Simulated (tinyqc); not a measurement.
# Changing the crystal rotation

Model: crystal pulling from the melt: segregation, interface stability, heat balance and point-defect regime. Computed by tinyqc, a small Python program. Command: `OMP_NUM_THREADS=1 python tinyqc.py 3011470 3011471 out.jsonl pull sweep`. One thread of a shared host (Intel(R) Xeon(R) Processor @ 2.30GHz), about 0.01 s of CPU time with the checks.

A dilute solute; steady pulling with a flat interface unless it is found unstable.

Inputs (values chosen for the exercise, modelled on germanium in silicon):
```
quantity                         value    unit
equilibrium coefficient k0        0.32       -
initial melt concentration C0  4.5e+17  1/cm^3
diffusivity in the melt D      0.00039  cm^2/s
kinematic viscosity nu          0.0036  cm^2/s
pull rate V                       0.79  mm/min
frozen fraction g                  0.9       -
```

Loss from the melt surface: none.

Method. delta = 1.61 D^(1/3) nu^(1/6) omega^(-1/2), omega = 2 pi rpm/60; k_eff = k0/[k0 + (1 - k0) exp(-V delta/D)] (Burton, Prim and Slichter); the melt at the interface is enriched by k_eff/k0. Axial profile: C_s = k_eff C0 (1 - g)^(k_eff - 1); bulk melt C_L = C_s/k_eff. Usable fraction: the g at which C_s has changed by 30 % from its first value (0.99 at most).

One run for each value:
```
crystal rotation (rpm)  boundary layer delta (micrometre)    k_eff  enrichment at the interface  usable fraction
1.0                                                1423.0  0.43209                       1.3503          0.36996
1.8                                                1060.7  0.40235                       1.2573          0.35531
3.2                                                 795.5  0.38102                       1.1907          0.34549
5.8                                                 590.9  0.36487                       1.1402          0.33840
10.0                                                450.0  0.35392                       1.1060          0.33375
19.0                                                326.5  0.34444                       1.0764          0.32982
33.0                                                247.7  0.33847                       1.0577          0.32740
60.0                                                183.7  0.33364                       1.0426          0.32546
```

Over the rows, boundary layer delta (micrometre) falls from 1420 to 184 (exponent d ln y / d ln x about -0.50 throughout); k_eff falls from 0.432 to 0.334 (exponent d ln y / d ln x -0.12 between the first rows and -0.024 between the last); enrichment at the interface falls from 1.35 to 1.04 (exponent d ln y / d ln x -0.12 between the first rows and -0.024 between the last). The exponent of boundary layer delta stays at -0.50: the rotating-disc boundary layer.
